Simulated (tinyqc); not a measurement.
p-n diode, drift-diffusion by the Gummel loop with Scharfetter-Gummel fluxes: one step of the calculation.

Abrupt junction at x = 0, p side from -Lp, n side to Ln, ohmic contacts. psi is counted from the intrinsic level; n = ni exp((psi - phin)/Vt), p = ni exp((phip - psi)/Vt). Contacts: p side psi = V - Vt ln(Na/ni), p = Na, n = ni^2/Na; n side psi = Vt ln(Nd/ni), n = Nd, p = ni^2/Nd. Constant mobilities, D = mu Vt, Boltzmann statistics, SRH recombination through a mid-gap level, U = (n p - ni^2)/(tp (n + ni) + tn (p + ni)). Current is positive from the p contact to the n contact.

Task. Hole continuity. With psi and the new n held, F_i = (mup Vt/h_i) [p_(i+1) B(-d_i) - p_i B(d_i)], d_i = (psi_(i+1) - psi_i)/Vt, B(d) = d/(exp(d) - 1); solve F_i - F_(i-1) = w_i [(n_i p_i - ni^2)/den_i - G] for the new p, with den = tp (n + ni) + tn (p + ni) taken at the new n and the old p, h_i = x_(i+1) - x_i, w_i = (h_(i-1) + h_i)/2; phip = psi + Vt ln(p/ni).

Values chosen for this exercise; band and dielectric values those of a made-up semiconductor:
- T = 300 K (temperature)
- Na = 1.3e17 cm^-3 (acceptor density of the p side)
- Nd = 1.2e17 cm^-3 (donor density of the n side)
- mup = 260 cm^2/(V s) (hole mobility)
- tn = 8e-8 s (SRH lifetime of electrons)
- tp = 1e-9 s (SRH lifetime of holes)
- G = 0 cm^-3 s^-1 (uniform generation rate)

Constants: q = 1.602176634e-19 C, kB = 1.380649e-23 J/K, Vt = kB T/q. Results are converted to the units shown.

```
node  x (nm)     psi (V)  new n (cm^-3)  p after Poisson (cm^-3)
0      -1400  0.04001157    1.0637020e6                   1.3e17
1       -718  0.04001095   8.7602365e11             1.3000088e17
2       -358  0.04001065   1.3393254e12             1.3000123e17
3       -167  0.04001991   1.5860470e12             1.2995400e17
4        -67  0.04113341   1.7876968e12             1.2447517e17
5        -14  0.07760585   7.4786218e12             3.0364867e16
6         14  0.27781713   1.7278036e16             1.3139609e13
7       60.4  0.32563190   1.0983681e17             2.0128338e12
8        137  0.32788165   1.1982365e17             1.6707747e12
9        264  0.32791976   1.2000060e17             1.3988617e12
10       475  0.32791984   1.2000132e17             1.0249536e12
11       823  0.32791958   1.2000080e17             5.5637545e11
12      1400  0.32791917         1.2e17              1.1523438e6
```

ni = 3.7186188e11 cm^-3

Give: new p; phip after round 2.

Result.

```
node  new p (cm^-3)  phip after round 2 (V)
0         1.3000e17                 0.37000
1         1.3000e17                 0.37000
2         1.3000e17                 0.37000
3         1.2995e17                 0.37000
4         1.2448e17                 0.37000
5         3.0365e16                 0.37000
6         1.3140e13                 0.36998
7         2.0128e12                 0.36929
8         1.6707e12                 0.36672
9         1.3988e12                 0.36217
10        1.0248e12                 0.35413
11        5.5624e11                 0.33833
12         1.1523e6                 0.00000
```

Computed by the program tinyqc: `OMP_NUM_THREADS=1 python tinyqc.py 2240062 2240063 out.jsonl`, one thread of a shared Intel Xeon 2.30GHz, about 0.1 s for the whole run.
